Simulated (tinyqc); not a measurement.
A finite superlattice with mass mismatch, transfer matrices: two steps of the calculation.

One electron of energy E comes from the left lead (band edge 0); no transverse momentum. Parabolic bands, masses in units of m0, C = hbar^2/(2 m0); psi and psi'/m are continuous at every interface. N periods of a barrier d1 followed by a well Lw; the right lead equals the left one.

Values chosen for this exercise:
```
symbol  value  unit            meaning
N           7        number of periods
```

Task 1. N periods by the Chebyshev identity. x = (M11 + M22)/2 of one period. For |x| < 1 the energy lies in a miniband and cos(th) = x; for |x| > 1 it lies in a gap and cosh(g) = |x|. M^N = U_(N-1)(x) M - U_(N-2)(x) 1, with U_n = sin((n + 1) th)/sin th in a band and sign(x)^n sinh((n + 1) g)/sinh g in a gap.

M of one period:
```
             1            2
1  0.050621086  0.029384179
2   -38.065440   -2.3413510
```

Find: x; g; U_(N-1); U_(N-2); M^N.

Result 1.

x = -1.1454
g = 0.53287
U_(N-1) = 37.298
U_(N-2) = -21.867

M^N:
```
         1        2
1   23.755   1.0960
2  -1419.8  -65.461
```

The energy lies in a gap: for large N each further period divides T(E) by exp(2 g) = 2.90.

Task 2. Transmission and reflection. The matrix M carries (psi, psi'/m) across the stack, and v = k/m in each lead. psi = 1 + r at the left edge (incident amplitude 1) and t at the right edge. With det M = 1, a = i vR M11 - M21 and b = -vL vR M12 - i vL M22: t = 2 i vL/(a - b), r = -(a + b)/(a - b), T(E) = (vR/vL) |t|^2, R(E) = |r|^2.

M^N:
```
            1           2
1   23.755126   1.0959763
2  -1419.7715  -65.461071
```

vL = 14.584539 1/nm
vR = 14.584539 1/nm

Give: t; r; T(E); R(E).

Result 2.

t = -0.005720+0.015542i
r = -0.37715-0.92600i
T(E) = 2.7428e-4
R(E) = 0.99973

T(E) + R(E) = 1: the current is conserved.

Range of the model: Masses are held fixed, although real bands cease to be parabolic a few tenths of an eV from their edges (inside a barrier too).

Program tinyqc, `OMP_NUM_THREADS=1 python tinyqc.py 2560015 2560016 out.jsonl`; Intel Xeon 2.30GHz, shared host, one thread, about 0.01 s.
